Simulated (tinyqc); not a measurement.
Changing the oxidant pressure p: Deal-Grove kinetics of thermal oxidation of silicon. Computed by tinyqc, a small Python program. Command: `OMP_NUM_THREADS=1 python tinyqc.py 3025390 3025391 out.jsonl oxide sweep`. One thread of a shared host (Intel(R) Xeon(R) Processor @ 2.30GHz), about 0.2 s of CPU time with the checks.

Oxidant diffuses through the oxide and reacts at the interface, so that dx/dt = B/(A + 2x) for the oxide thickness x.

Inputs (values chosen for the exercise, close to those used for silicon):

| quantity | value | unit |
|---|---|---|
| prefactor B0 | 336 | um^2/h |
| activation energy E_B | 0.78 | eV |
| prefactor (B/A)0 | 8.98e+07 | um/h |
| activation energy E_A | 2.05 | eV |
| temperature T | 1175 | C |
| pressure exponent m of B/A | 1 | - |
| initial oxide x_i | 0.005 | um |
| time t | 0.85 | h |

Ambient: steam. Surface: (100).

Constants: k_B = 8.617333262e-05 eV/K.

Method:
- B = B0 p exp(-E_B/(k_B T)), B/A = (B/A)0 p^m exp(-E_A/(k_B T)), p in atm; A = B/(B/A).
- Temperatures in kelvin are T(C) + 273.15.
- tau = (x_i^2 + A x_i)/B and x = (A/2) [sqrt(1 + 4 B (t + tau)/A^2) - 1], the root of x^2 + A x = B (t + tau).
- Silicon consumed is 0.44 times the oxide grown; the rate is B/(A + 2x).

One run for each value:

| oxidant pressure p (atm) | oxide thickness x (um) | length A (um) | final growth rate (um/h) | parabolic constant B (um^2/h) |
|---|---|---|---|---|
| 0.05 | 0.1254 | 0.098368 | 0.0928 | 3.2418e-02 |
| 0.12 | 0.2136 | 0.098368 | 0.1480 | 7.7804e-02 |
| 0.3 | 0.3610 | 0.098368 | 0.2371 | 1.9451e-01 |
| 0.72 | 0.5831 | 0.098368 | 0.3692 | 4.6683e-01 |
| 1.7 | 0.9203 | 0.098368 | 0.5685 | 1.1022e+00 |
| 4.2 | 1.4732 | 0.098368 | 0.8944 | 2.7232e+00 |
| 10 | 2.2990 | 0.098368 | 1.3806 | 6.4837e+00 |
| 25 | 3.6631 | 0.098368 | 2.1832 | 1.6209e+01 |

Over the rows, oxide thickness x (um) rises from 0.125 to 3.66 (exponent d ln y / d ln x 0.61 between the first rows and 0.51 between the last); length A (um) does not change; final growth rate (um/h) rises from 0.0928 to 2.18 (exponent d ln y / d ln x 0.53 between the first rows and 0.50 between the last). At the high end the exponent of oxide thickness x is 0.51, close to 0.50: x = sqrt(B t) with B proportional to p. The exponent of length A stays at 0: B and B/A both scale with p. B is proportional to p and B/A to p^1, so A goes as p^0.00. The exponent of x is bounded by m in the linear regime and tends to 1/2 in the parabolic one.

Caution (rows 25.0): films of several micrometres crack or stress the wafer in practice, which the model ignores.
